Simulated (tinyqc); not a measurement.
Inputs raised by 5 %, one at a time: Debye-Callaway model of lattice thermal conductivity. Computed by tinyqc, a small Python program. Command: `OMP_NUM_THREADS=1 python tinyqc.py 3016019 3016020 out.jsonl callaway sens`. One thread of a shared host (Intel(R) Xeon(R) Processor @ 2.30GHz), about 0.03 s of CPU time with the checks.

Three acoustic branches with one velocity v, cut at omega_D = k_B Theta/hbar; x = hbar omega/(k_B T). v and Theta are separate inputs: Theta cuts off the heat-carrying modes, so C need not reach 3 k_B/V. gamma is an effective value that sets the umklapp rate.

Inputs (values chosen for the exercise, modelled on lead telluride):

| quantity | value | unit |
|---|---|---|
| sound velocity v | 1830 | m/s |
| Debye temperature Theta | 140 | K |
| volume per atom V | 33.7 | angstrom^3 |
| mean atomic mass M | 167.4 | u |
| effective Grueneisen parameter gamma | 4.06 | - |
| umklapp exponent divisor b | 2.5 | - |
| mass variance Gamma | 0.00013 | - |
| Casimir length L | 170 | micrometre |
| temperature T | 300 | K |

Sample: crystal. Point defects: isotopes. Normal processes: left out.

Constants: k_B = 1.380649e-23 J/K; hbar = 1.054571817e-34 J s; u = 1.6605390666e-27 kg.

Method:
- Gamma is given directly by the isotope mixture. A = V Gamma/(4 pi v^3).
- Rates: point defects A omega^4; umklapp B omega^2 T exp(-Theta/(b T)) with B = hbar gamma^2/(M v^2 Theta). Boundaries: v/L.
- kappa_1 = c int tau_C g dx, g = x^4 e^x/(e^x - 1)^2, c = (k_B/(2 pi^2 v)) (k_B T/hbar)^3, over 0 < x < min(Theta/T, 40), by 96 Gauss-Legendre points in s with x = x_max s^2; tau_C = tau_R, the inverse of the summed rates, and kappa = kappa_1.
- Heat capacity C = 3 c int g dx / v^2; grey free path 3 kappa/(C v); the median free path v tau_C halves kappa_1 when the quadrature points are ordered by free path (each counted at half its weight, interpolated in the logarithm); likewise at 10 % and 90 %.

Runs:

| input moved | from | to | kappa (W/(m K)) | heat capacity C (J/(m^3 K)) | grey free path (nm) | median free path (nm) |
|---|---|---|---|---|---|---|
| base run | - | - | 2.0831 | 6.9516e+05 | 4.9124 | 6.5703 |
| sound velocity v (m/s) | 1830 | 1921.5 | 2.1866 | 6.0051e+05 | 5.6851 | 7.5997 |
| Debye temperature Theta (K) | 140 | 147 | 2.3162 | 8.0385e+05 | 4.7236 | 6.3246 |
| volume per atom V (angstrom^3) | 33.7 | 35.385 | 2.0829 | 6.9516e+05 | 4.9119 | 6.5707 |
| mean atomic mass M (u) | 167.4 | 175.77 | 2.1868 | 6.9516e+05 | 5.1569 | 6.8976 |
| effective Grueneisen parameter gamma | 4.06 | 4.263 | 1.8902 | 6.9516e+05 | 4.4575 | 5.9614 |
| mass variance Gamma | 0.00013 | 0.0001365 | 2.0829 | 6.9516e+05 | 4.9119 | 6.5707 |
| Casimir length L (micrometre) | 170 | 178.5 | 2.0833 | 6.9516e+05 | 4.9130 | 6.5718 |

Exponents ln(y'/y) / ln(x'/x):

| input | kappa | heat capacity C | grey free path | median free path |
|---|---|---|---|---|
| sound velocity v | 0.994 | -3.000 | 2.994 | 2.983 |
| Debye temperature Theta | 2.174 | 2.977 | -0.803 | -0.781 |
| volume per atom V | -0.002 | 0.000 | -0.002 | 0.001 |
| mean atomic mass M | 0.996 | 0.000 | 0.996 | 0.996 |
| effective Grueneisen parameter gamma | -1.992 | 0.000 | -1.992 | -1.993 |
| mass variance Gamma | -0.002 | 0.000 | -0.002 | 0.001 |
| Casimir length L | 0.002 | 0.000 | 0.002 | 0.005 |

Among the inputs moved here: kappa answers most in size to Debye temperature Theta (exponent +2.174), next to effective Grueneisen parameter gamma (-1.992). Its exponent -1.992 in effective Grueneisen parameter gamma: the rates that matter all scale as gamma^2. Its exponent -0.002 in mass variance Gamma: so few defects do not matter. Heat capacity C answers most in size to sound velocity v (exponent -3.000), and about equally to Debye temperature Theta (+2.977); its exponent is below 0.0005 for volume per atom V, mean atomic mass M, effective Grueneisen parameter gamma, mass variance Gamma, Casimir length L. grey free path answers most in size to sound velocity v (exponent +2.994), next to effective Grueneisen parameter gamma (-1.992). Median free path answers most in size to sound velocity v (exponent +2.983), next to effective Grueneisen parameter gamma (-1.993).
